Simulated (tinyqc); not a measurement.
Electroplating on a thin resistive seed layer: kinetics, Wagner number and the terminal effect across a wafer. From one set of inputs to another, one input at a time. Computed by tinyqc, a small Python program. Command: `OMP_NUM_THREADS=1 python tinyqc.py 3120287 3120288 out.jsonl terminal ladder`. One thread of a shared host (Intel(R) Xeon(R) Processor @ 2.30GHz), about 0.06 s of CPU time with the checks.

Current enters the seed at the rim. The bath is treated as a local resistance per area (no lateral flow in the liquid), two electrons per ion, molar volume 7.11 cm^3/mol, Faraday constant F = e N_A, kinematic viscosity 0.01 cm^2/s, omega = 2 pi x rpm/60; k_B T/e is in volts.

The inputs printed are set A. Inputs not listed in the table keep their values of set A, so the rows need not describe a real material.

Inputs (values chosen for the exercise, of the order of those for copper plating on a thin cobalt or ruthenium seed):
```
quantity,value,unit
wafer radius R,10,cm
seed thickness t,37,nm
seed resistivity,4.2,microohm cm
bath conductivity kappa,0.43,S/cm
gap to the anode h,4.4,cm
extra resistance of a porous plate,0,ohm cm^2
exchange current density i_0,0.11,mA/cm^2
cathodic transfer coefficient alpha,0.75,-
mean current density,2,mA/cm^2
diffusivity of the metal ion,6.9e-06,cm^2/s
metal ion concentration,0.73,mol/L
rotation rate,200,rpm
temperature T,298,K
```

Constants: e = 1.602176634e-19 C; N_A = 6.02214076e+23 1/mol; k_B = 8.617333262e-05 eV/K.

Method:
- Growth rate = i V_m/(2 F). Levich limit i_L = 0.62 x 2 F D^(2/3) omega^(1/2) nu^(-1/6) c. Tafel overpotential eta = (k_B T/(alpha e)) ln(i/i_0); kinetic resistance k_B T/(alpha e i); bath resistance h/kappa + plate; R_s = resistivity/t; Wagner number = kinetic resistance x kappa/R.
- Linearised: with R_t = kinetic + bath resistance the current density obeys (1/r)(r i')' = i R_s/R_t, so i = A I_0(r/l), l = sqrt(R_t/R_s); with x = R/l, edge/centre = I_0(x) and edge/mean = x I_0(x)/(2 I_1(x)).
- Voltage drop in the seed for a uniform current: i R_s R^2/4.
- Full model: seed potential phi(r) with (1/r)(r phi')' = R_s i, where i solves phi = R_b i + (k_B T/(alpha e)) ln(i/i_0) (phi being the driving voltage left at r); phi'(0) = 0 and phi'(R) = R_s i_mean R/2. Solved by collocation to a tolerance of 1e-7.

Each row keeps all changes above it:
```
input moved,from,to,"edge over centre, full model",length l (cm),Wagner number
set A,-,-,2.297,4.91,0.7362
seed thickness t (nm),37,170,1.238,10.52,0.7362
bath conductivity kappa (S/cm),0.43,0.2,1.164,12.58,0.3424
wafer radius R (cm),10,7.5,1.091,12.58,0.4565
mean current density (mA/cm^2),2,21,1.152,9.78,0.0435
seed resistivity (microohm cm),4.2,19,1.782,4.60,0.0435
gap to the anode h (cm),4.4,12,1.272,7.43,0.0435
cathodic transfer coefficient alpha,0.75,0.68,1.271,7.44,0.0480
```

Where does the difference come from?

Edge over centre, full model goes from 2.30 to 1.27, a factor 0.553 in all. The largest single move comes from seed thickness t (a factor 0.539), and seed resistivity works against it (a factor 1.55). Length l goes from 4.91 to 7.44, a factor 1.51 in all. The largest single move comes from seed thickness t (a factor 2.14), and seed resistivity works against it (a factor 0.470). Wagner number goes from 0.736 to 0.0480, a factor 0.0651 in all. The largest single move comes from mean current density (a factor 0.0952), and wafer radius R works against it (a factor 1.33). The single moves hold for this order of the switches; the total does not depend on the order.

Extremes, crossings and ranges named in words are read from the listed rows.
